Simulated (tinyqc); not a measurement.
Valley-orbit splitting of a donor ground state, with strain: one step, computed by the program tinyqc.

The basis is the 1s envelope in each valley; energies are counted from the unstrained conduction-band edge. The strain is e_s (a a^T - 1/3) for the unit stress axis a, so valley j along n_j moves by Xi_u e_s w_j with w_j = (n_j.a)^2 - 1/3: +2/3 for [111], -2/9 for the others.

Problem. Levels and ground state under strain. Diagonalise H; the ground vector has positive components. The density at the nucleus, and so the contact hyperfine coupling, scales as (sum_j c_j)^2/(number of valleys), which is 1 without strain; the envelopes are held fixed.

Valleys: four along <111>. Stress axis: [111].

H (meV), rows [111], [1-1-1], [-11-1], [-1-11]:
$$\begin{pmatrix}
7.40333 & -1.00000 & -1.00000 & -1.00000 \\
-1.00000 & -12.88111 & -1.00000 & -1.00000 \\
-1.00000 & -1.00000 & -12.88111 & -1.00000 \\
-1.00000 & -1.00000 & -1.00000 & -12.88111
\end{pmatrix}$$

Give: levels; valley amplitudes of the ground state; hyperfine ratio A/A_0.

Solution.

levels (meV): [-15.01, -11.88, -11.88, 7.54]

valley amplitudes of the ground state: [111] 0.0770, [1-1-1] 0.5756, [-11-1] 0.5756, [-1-11] 0.5756

hyperfine ratio A/A_0 = 0.8135
